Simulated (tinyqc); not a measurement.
Worked calculation: free and nearly free electrons in a metal. Values are carried at full precision from step to step, so a last printed digit may differ when a step is redone from the rounded ones.

The cubic cell holds 2 atoms: n = 2 z/a^3, kF = (3 pi^2 n)^(1/3), EF = c kF^2/m, vF = 2 c kF/(m hbar), c = hbar^2/2m0; rs = (3/(4 pi n))^(1/3)/a0; D(EF) = 3 n/(2 EF).

Constants: hbar^2/2m0 = 3.80998211 eV angstrom^2; hbar = 6.58211957e-16 eV s; a0 (Bohr radius) = 0.5291772105 angstrom; kB = 8.617333262e-05 eV/K.

Parameters, chosen for this exercise (near those of Li; not measured data): a = 3.491 angstrom (bcc lattice constant); z = 1 (free electrons an atom); m = 1 m0 (mass); rho = 9.85 micro-ohm cm (bulk resistivity); T = 300 K; V = 1.61 eV (|V_G| for G = (110)); x = 0.72 (k along G as a share of |G|/2).

## The Fermi sphere

Evaluate the free-electron quantities.

n = 0.04701 1/angstrom^3
kF = 1.1165 1/angstrom
EF = 4.750 eV
vF = 1.293e+06 m/s
rs = 3.248
D(EF) per atom = 0.3158 1/eV

## Relaxation time and mean free path

Drude: 1/rho = n e^2 tau/(m m0) with e = 1.602176634e-19 C and m0 = 9.1093837e-31 kg; mean free path l = vF tau; rho l = hbar kF/(n e^2) = 12 pi^3 hbar/(e^2 S) with S = 4 pi kF^2 does not depend on tau or m.

Use SI units: n in 1/m^3 (1e30 per 1/angstrom^3), rho in ohm m (1e-8 per micro-ohm cm).

tau = 7.66 fs
l = 9.91 nm
rho l = 9.758 1e-16 ohm m^2

Wires lose conductivity to surfaces and grain boundaries, with an excess that scales as rho l over the width and is of the order of rho itself at a width of l = 10 nm.

## Thermal quantities

gamma = (pi^2/3) kB^2 D(EF) per atom, times 96485.33 x 1e3 for mJ/(mol K^2); mu(T) = EF (1 - (pi kB T/EF)^2/12); Wiedemann-Franz kappa = L0 T/rho with L0 = (pi^2/3) (kB/e)^2, kB/e in V/K.

gamma = 0.744 mJ/(mol K^2)
mu - EF = -0.1157 meV
kappa = 74 W/(m K)

## The sphere against the zone faces

Take G = (hkl) 2 pi/a for (110), (200) and (211), with the number of equivalent faces. The Bragg plane of G lies at |G|/2 with |G| = (2 pi/a) sqrt(h^2 + k^2 + l^2). Where kF exceeds it, the sphere cuts the plane in a circle of radius sqrt(kF^2 - G^2/4).

Distance and circle for each G:
```
G      faces  |G|/2 (1/angstrom)  kF/(|G|/2)  circle radius
(110)     12              1.2727      0.8773              -
(200)      6              1.7998      0.6204              -
(211)     24              2.2043      0.5065              -
```

The sphere stays inside the first zone; it reaches 0.877 of the way to the nearest faces.

## Two plane waves near the face

Two plane waves k and k - G, G = (110) (2 pi/a): H = [[c k^2/m, V], [V, c (k - G)^2/m]] with c = hbar^2/2m0.

Build H for k along G, diagonalise, and give the weight of the first wave in the lower state and its velocity along G relative to a free electron, (w k + (1 - w)(k - G))/k.

H (eV):
```
[[3.1990, 1.6100],
 [1.6100, 10.1105]]
```

levels (eV): [2.8424, 10.4671]

w = 0.9532
v/v_free = 0.8701

The splitting is 7.625 eV here and 2V = 3.22 eV on the face, where the normal velocity vanishes. There the lower band lies at 4.561 eV, below the free EF of 4.750 eV, so by this test the Fermi surface touches the face (V is large against EF, which it lowers, so the test is rough).

## Checks

- Lower level against the closed form of the 2 x 2 problem (eV): both 2.8424.
- The product rho l against hbar kF/(n e^2) (1e-16 ohm m^2): both 9.758.

Program tinyqc; command `OMP_NUM_THREADS=1 python tinyqc.py 1681390 1681391 out.jsonl`; about 0.01 s on one thread of a shared Intel(R) Xeon(R) Processor @ 2.30GHz.
